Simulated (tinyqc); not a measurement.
Minority-electron transport through the base of a bipolar transistor (Moll-Ross and Kroemer integrals). Changing the base width W. Computed by tinyqc, a small Python program. Command: `OMP_NUM_THREADS=1 python tinyqc.py 3016949 3016950 out.jsonl base sweep`. One thread of a shared host (Intel(R) Xeon(R) Processor @ 2.30GHz), about 0.01 s of CPU time with the checks.

Low injection, one dimension, x from the emitter edge (0) to the collector edge (W), s = x/W. Recombination is treated as a small correction (valid for tau_B well below tau_n), computed from the stored charge.

Inputs (values chosen for the exercise, modelled on SiGe):

| quantity | value | unit |
|---|---|---|
| intrinsic density n_i at the emitter edge | 7.8e+10 | 1/cm^3 |
| base doping at the emitter edge N_0 | 1.1e+18 | 1/cm^3 |
| mu_min | 140 | cm^2/(V s) |
| mu_max | 1110 | cm^2/(V s) |
| N_ref | 9e+16 | 1/cm^3 |
| saturation velocity v_s | 1 | 1e7 cm/s |
| electron lifetime tau_n | 69 | ns |
| emitter Gummel number G_E | 4.9e+13 | s/cm^4 |
| base-emitter voltage V_BE | 0.66 | V |
| temperature T | 300 | K |
| doping ratio N_0/N(W) | 3.4 | - |
| gap narrowing across the base dE_g | 80 | meV |

Base doping profile: exponential. Gap grading: linear. Exit of the base: infinite sink.

Constants: k_B = 8.617333262e-05 eV/K; e = 1.602176634e-19 C.

Method:
- N(x) = N_0 (ratio)^(-s); n_i(x)^2 = n_i^2 exp(s dE_g/k_B T); D(x) = (k_B T/e) mu, mu = mu_min + (mu_max - mu_min)/(1 + (N/N_ref)^0.7).
- With y(x) = N n_i^2/(D n_i(x)^2): base Gummel number G_B = int_0^W y dx; J_C = e n_i^2 exp(e V_BE/k_B T)/G_B; n(x) = (J_C/e)(n_i(x)^2/(N n_i^2)) [int_x^W y dx]; transit time tau_B = (e/J_C) int n dx; trapezoid rule on 401 even points.
- Emitter-limited gain beta_E = G_E/G_B; recombination-limited gain beta_R = tau_n/tau_B; 1/beta = 1/beta_E + 1/beta_R; f_T from the base alone = 1/(2 pi tau_B).

One run for each value:

| base width W (nm) | base transit time tau_B (ps) | current gain beta | f_T from the base alone (GHz) | mean velocity W/tau_B (1e7 cm/s) | share of the exit term in G_B (%) |
|---|---|---|---|---|---|
| 10 | 1.9518e-02 | 1547.2 | 8.1544e+03 | 5.1236 | 0 |
| 18 | 6.3237e-02 | 859.3 | 2.5168e+03 | 2.8464 | 0 |
| 32 | 1.9986e-01 | 483.0 | 7.9633e+02 | 1.6011 | 0 |
| 56 | 6.1207e-01 | 275.7 | 2.6003e+02 | 0.9149 | 0 |
| 100 | 1.9518e+00 | 154.1 | 8.1544e+01 | 0.5124 | 0 |
| 180 | 6.3237e+00 | 85.3 | 2.5168e+01 | 0.2846 | 0 |
| 320 | 1.9986e+01 | 47.7 | 7.9633e+00 | 0.1601 | 0 |
| 560 | 6.1207e+01 | 27.0 | 2.6003e+00 | 0.0915 | 0 |
| 1000 | 1.9518e+02 | 14.8 | 8.1544e-01 | 0.0512 | 0 |

What does the table show, and why?

Over the rows, base transit time tau_B (ps) rises from 0.0195 to 195 (exponent d ln y / d ln x about 2.0 throughout); current gain beta falls from 1550 to 14.8 (exponent d ln y / d ln x about -1.0 throughout); f_T from the base alone (GHz) falls from 8150 to 0.815 (exponent d ln y / d ln x about -2.0 throughout). The exponent of base transit time tau_B stays at 2: diffusion, or drift in a field proportional to 1/W. The exponent of current gain beta stays between -1.03 and -1.00, near -1: emitter-limited gain, or recombination with a transit time limited by the exit velocity.

Caution (rows 10.0, 18.0, 32.0): the mean velocity exceeds v_s, so drift-diffusion with a low-field mobility overstates the speed. Caution (rows 10.0, 18.0): the base is only a few mean free paths wide, so transport is partly ballistic.
